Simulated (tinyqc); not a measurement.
# Junctionless gate-all-around wire, depletion approximation: two studies

A uniformly doped n-type wire of radius R under a surrounding gate; long channel. Below flat band a shell from radius rc to R is fully depleted and the neutral core, at channel potential V (0 at the source, Vd at the drain), carries the current with constant mobility; s = (rc/R)^2 is the share of the cross-section that conducts. The edge of the depleted shell is taken as abrupt, so there is no subthreshold current.

Inputs (values chosen for the exercise); material values close to those of silicon:
- eps_r = 11.8 (relative permittivity of the semiconductor)
- eox = 3.9 (relative permittivity of the gate insulator)
- tox = 1.6 nm (insulator thickness)
- R = 15 nm (wire radius)
- Nd = 1.1e18 cm^-3 (donor density)
- Vfb = 1.03 V (flat-band voltage)
- mu = 31 cm^2/(V s) (effective mobility in the wire)
- L = 0.5 um (gate length)

Constants: q = 1.602176634e-19 C, eps0 = 8.8541878128e-14 F/cm where lengths are in cm. Results are converted to the units shown.

Each table varies one quantity; the others keep the values above.

## Effect of the insulator thickness on the threshold

Cox = eps0 eox/(R ln(1 + tox/R)); A = q Nd R^2/(4 eps0 eps_r); B = q Nd R/(2 Cox); VT = Vfb - A - B. The flat-band conductance is G0 = q mu Nd pi R^2/L.

The same in every row: A (V) = 0.09488; G0 (uS) = 0.7724.

Effect of the insulator thickness on the threshold:
```
tox (nm)  Cox (uF/cm^2)    B (V)  VT (V)
0.53              6.630  0.01994  0.9152
0.77              4.599  0.02874  0.9064
1.1               3.253  0.04063  0.8945
1.6               2.271  0.05819  0.8769
2.3               1.614  0.08191  0.8532
3.3               1.158   0.1142  0.8209
4.8              0.8292   0.1594  0.7757
```

As tox goes from 0.53 to 4.8 nm, VT falls from 0.915 to 0.776 V and G0 stays at 0.772 uS. A + B goes on average as tox^(0.36). The device is normally off (VT > 0) in 7 of the 7 rows.

## Effect of the donor density on the threshold

Same model as above.

The same in every row: Cox (uF/cm^2) = 2.271.

Result of one run:
```
Nd (cm^-3)   A (V)   B (V)  VT (V)  G0 (uS)
1.9e18      0.1639  0.1005  0.7656    1.334
```

What becomes of these results when the donor density Nd is changed from 1.9e18 to 1.1e18 cm^-3, all else the same?

Result of the changed run:
```
Nd (cm^-3)    A (V)    B (V)  VT (V)  G0 (uS)
1.1e18      0.09488  0.05819  0.8769   0.7724
```

The whole series:
```
Nd (cm^-3)    A (V)     B (V)  VT (V)  G0 (uS)
1.4e17      0.01208  0.007406   1.011  0.09830
2.3e17      0.01984   0.01217  0.9980   0.1615
4e17        0.03450   0.02116  0.9743   0.2809
6.7e17      0.05779   0.03545  0.9368   0.4704
1.1e18      0.09488   0.05819  0.8769   0.7724
1.9e18       0.1639    0.1005  0.7656    1.334
3.3e18       0.2847    0.1746  0.5708    2.317
```

As Nd goes from 1.4e17 to 3.3e18 cm^-3, VT falls from 1.01 to 0.571 V and G0 rises from 0.0983 to 2.32 uS. A + B goes on average as Nd^(1.00). The device is normally off (VT > 0) in 7 of the 7 rows. More conductance costs threshold voltage: the same dopants that conduct must be depleted. For Nd = 1.4e17 to 2.3e17 cm^-3 the radius is under two Debye lengths (at 300 K), so the depletion picture is rough.

Computed by the program tinyqc: `OMP_NUM_THREADS=1 python tinyqc.py 2460031 2460032 out.jsonl`, one thread of a shared Intel Xeon 2.30GHz, about 0.01 s for the whole run.
